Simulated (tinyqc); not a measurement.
Pair of shallow donors (hydrogen-like orbitals): one step. One electron on two donors. The numbers come from values chosen for the exercise (near those of two donors in Si).

Each donor has the orbital exp(-r/a); energy unit Ha* = q/(eps a), q = e^2/(4 pi eps0), so that a lone donor is bound by Ha*/2; x = R/a. One electron: S = (1 + x + x^2/3) exp(-x), j = 1/x - (1 + 1/x) exp(-2x), k = (1 + x) exp(-x); levels E(+/-) = -1/2 - (j +/- k)/(1 +/- S) in Ha*, without the repulsion of the ions, split by D = |E(-) - E(+)|. In six valleys the overlaps S and k are multiplied by v = [cos(K Rx) + cos(K Ry) + cos(K Rz)]/3, K = k0 (2 pi/a_lat), for isotropic envelopes and the symmetric valley state.

Constants: hbar = 6.58211957e-16 eV s.

Ha* = 66.60336 meV
x = 2.663369
v = 0.181780

Question. Give both levels, the splitting D = |E(-) - E(+)| and the tunnelling frequency D/(2 pi hbar).

Give: E(+), E(-); D; frequency.

Answer.

E(+), E(-) (meV): -58.993  -56.547

D = 2.446 meV
frequency = 591.4 GHz

The second ion deepens the mean level by 24.47 meV, against Ha*/x = 25.01 meV for a point charge. Without the valley factor D would be 16.2 meV; v is positive, so the even combination lies lower.

Program tinyqc; command `OMP_NUM_THREADS=1 python tinyqc.py 1281017 1281018 out.jsonl`; about 0.01 s on one thread of a shared Intel(R) Xeon(R) Processor @ 2.30GHz.
